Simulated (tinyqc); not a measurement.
Electron continuity equation in a given potential, Scharfetter-Gummel discretisation: one step of the calculation.

Steady state in one dimension: J = q mu n E + q D dn/dx with E = -dpsi/dx and D = mu Vt, dJ/dx = q (n/tau - G), fixed densities nL and nR at the ends. The potential is given, psi = U (x/L)^2, and is not changed by the electrons.

Problem. Tridiagonal system for the inner nodes. Row i (1 to 11): B(-d_(i-1)) n_(i-1) + b_i n_i + B(d_i) n_(i+1) = f_i with b_i = -B(-d_i) - B(d_(i-1)) - h^2/(D tau) and f_i = -G h^2/D; the known end values are moved to the right: f_1 loses B(-d_0) nL and f_11 loses B(d_11) nR. h = L/12, D = mu Vt.

Inputs (values chosen for the exercise); mobility close to that of gallium nitride at room temperature:
- T = 350 K (temperature)
- mu = 1010 cm^2/(V s) (electron mobility)
- L = 0.54 um (length of the region)
- nL = 5.5e12 cm^-3 (density at x = 0)
- nR = 6.5e13 cm^-3 (density at x = L)
- tau = 1.1e-10 s (lifetime)
- G = 9.8e22 cm^-3 s^-1 (uniform generation rate)

Constants: q = 1.602176634e-19 C, kB = 1.380649e-23 J/K, Vt = kB T/q. Results are converted to the units shown.

B(d_i), interval 0 to 11: [1.1445027, 1.4710574, 1.8449486, 2.2609160, 2.7123070, 3.1920816, 3.6936215, 4.2112264, 4.7403079, 5.2773654, 5.8198392, 6.3659210]
B(-d_i), interval 0 to 11: [0.86820461, 0.64216329, 0.46345830, 0.32682960, 0.22562456, 0.15280307, 0.10174687, 0.066755616, 0.043241060, 0.027702407, 0.017580122, 0.011065797]

Find: diagonal b; right side f.

Solution.

diagonal b, node 1 to 11: [-1.793, -1.941, -2.178, -2.493, -2.871, -3.300, -3.766, -4.261, -4.774, -5.301, -5.837]
right side f, node 1 to 11 (cm^-3): [-4.840e12, -6.515e10, -6.515e10, -6.515e10, -6.515e10, -6.515e10, -6.515e10, -6.515e10, -6.515e10, -6.515e10, -4.139e14]

Range of the model: The drift velocity mu E exceeds 1e7 cm/s somewhere, where real mobilities no longer stay constant.

Computed by the program tinyqc: `OMP_NUM_THREADS=1 python tinyqc.py 2220011 2220012 out.jsonl`, one thread of a shared Intel Xeon 2.30GHz, about 0.01 s for the whole run.
